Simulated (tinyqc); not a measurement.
## Gate sheet resistance from two finger widths

Inverse problem. At low frequency R = Rsh Wf/(3 L) + B/Wf, where B collects the channel and vertical terms. Find Rsh, B and the width of lowest R.

Inputs (values chosen for the exercise):
```
symbol  value  unit         meaning
L        0.42    um  channel length
```

input resistance of single fingers, contacted at one end, of width 1 and 6 um (ohm): [215.79365, 69.761905]

Solution. R Wf is a straight line in Wf^2; the minimum of R lies where both terms are equal.

Rsh = 7.30 ohm/square
B = 210 ohm um
width of lowest R = 6.02 um

Program tinyqc, `OMP_NUM_THREADS=1 python tinyqc.py 2262157 2262158 out.jsonl`; Intel Xeon 2.30GHz, shared host, one thread, about 0.01 s.
